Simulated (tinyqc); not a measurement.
## Partial widths from the peak

Question. A Breit-Wigner resonance has total width G = GL + GR and peak transmission Tp = 4 GL GR/G^2. GR is known to be the larger. Find GL, GR and the lifetime hbar/G.

Constants: q = 1.602176634e-19 C, hbar = 1.054571817e-34 J s. Results are converted to the units shown.

G = 6.0947036 meV
Tp = 0.69698467

Solution. GL and GR have the sum G and the product Tp G^2/4, so they are (G/2)(1 +/- sqrt(1 - Tp)).

GL = 1.37 meV
GR = 4.72 meV
lifetime = 108 fs

Program tinyqc, `OMP_NUM_THREADS=1 python tinyqc.py 2600062 2600063 out.jsonl`; Intel Xeon 2.30GHz, shared host, one thread, about 0.2 s.
